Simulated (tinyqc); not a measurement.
MOSFET in saturation, small-signal circuit and noise: effect of the temperature on speed and noise.

Bias by the inversion coefficient IC = I/Ispec (charge-based model with velocity saturation; weak inversion below 0.1, strong above 10). Common-source circuit: gm, gds, Cgs, Cgd and Cj at the inner nodes, Rg in series with the gate; quasi-static, no source or drain resistance, no gate-body capacitance, no substrate network, no induced gate noise, so fmax is an upper estimate.

Ispec = 2 n mu Cox (W/L) Vt^2, lc = Ls/L, gms = [sqrt((lc IC + 1)^2 + 4 IC) - 1]/[2 + lc (lc IC + 1)], gm = gms Ispec/(n Vt), gds = sg gm. qs = [sqrt(1 + 4 IC) - 1]/2, Cgs = Cox W L qs (2 qs + 3)/(3 (qs + 1)^2) + Cov W, Cgd = Cov W, Cd = Cj W, Rg = Rsh (Wf/L)/(12 Nf) + Rc/W with Nf = W/Wf fingers (not rounded) contacted at both ends. fT = gm/(2 pi (Cgs + Cgd)), fmax = fT/(2 sqrt(Rg (gds + 2 pi fT Cgd))). Channel noise Sid = 4 kB T gam n gm with gam = (1/2 + (2/3) qs)/(1 + qs) + gw lc IC, qs = [sqrt(1 + 4 IC) - 1]/2, lc = Ls/L (the last term an empirical rise with velocity saturation); at the gate, white noise Sw = Sid/gm^2 + 4 kB T Rg. Number fluctuation with correlated mobility: S(f) = K/f, K = q^2 Vt lt Nt/(W L Cox^2) (1 + ac mu Cox I/gm)^2, Vt in eV with Nt per eV. Corner fc = K/Sw. IC is held fixed, and so are mu, n, Ls and Nt.

Values chosen for this exercise:

| symbol | value | unit | meaning |
|---|---|---|---|
| L | 28 | nm | gate length |
| W | 10 | um | total gate width |
| Cox | 0.63 | uF/cm^2 | gate capacitance |
| mu | 300 | cm^2/(V s) | mobility |
| n | 1.45 |  | slope factor |
| Ls | 20 | nm | velocity-saturation length |
| sg | 0.15 |  | ratio gds/gm |
| Cov | 0.23 | fF/um | overlap and fringe capacitance per side |
| Cj | 0.35 | fF/um | drain junction capacitance |
| Rsh | 10 | ohm | sheet resistance of the gate |
| Wf | 0.5 | um | finger width |
| Rc | 300 | ohm um | gate contact and vertical resistance |
| IC | 0.12 |  | inversion coefficient |
| gw | 0.03 |  | short-channel excess of the noise factor |
| Nt | 1.5e18 | cm^-3 eV^-1 | oxide trap density |
| lt | 0.1 | nm | tunnelling length into the oxide |
| ac | 3000 | V s/C | Coulomb scattering coefficient |

Constants: q = 1.602176634e-19 C, kB = 1.380649e-23 J/K, Vt = kB T/q. Results are converted to the units shown.

The same in every row: Rg (ohm) = 30.74.

Results:

| T (K) | I (uA) | fT (GHz) | fmax (GHz) | sqrt(Sw) (nV/Hz^0.5) | fc (MHz) |
|---|---|---|---|---|---|
| 100 | 1.744 | 4.030 | 41.59 | 5.882 | 87.72 |
| 150 | 3.925 | 6.044 | 50.94 | 5.889 | 132.3 |
| 200 | 6.977 | 8.059 | 58.82 | 5.896 | 177.4 |
| 250 | 10.90 | 10.07 | 65.76 | 5.904 | 223.0 |
| 300 | 15.70 | 12.09 | 72.04 | 5.911 | 269.1 |
| 400 | 27.91 | 16.12 | 83.18 | 5.925 | 362.9 |

Estimate the missing row, T = 350 K.

Computed row:

| T (K) | I (uA) | fT (GHz) | fmax (GHz) | sqrt(Sw) (nV/Hz^0.5) | fc (MHz) |
|---|---|---|---|---|---|
| 350 | 21.37 | 14.10 | 77.81 | 5.918 | 315.8 |

With this row back in the table: As T goes from 100 to 400 K, fT rises from 4.03 to 16.1 GHz, fmax rises from 41.6 to 83.2 GHz, the white noise rises from 5.88 to 5.93 nV/Hz^0.5 and the corner rises from 87.7 to 363 MHz. At fixed IC and mobility the current goes as T^2 and gm as T, which is why fT rises; a real mobility would fall with T. In every row fmax exceeds 4 fT, where channel resistance and substrate losses, left out here, would cap it. For T = 100 to 150 K band tails and dopant freeze-out, left out here, change n and the noise.

Program tinyqc, `OMP_NUM_THREADS=1 python tinyqc.py 2150030 2150031 out.jsonl`; Intel Xeon 2.30GHz, shared host, one thread, about 0.01 s.
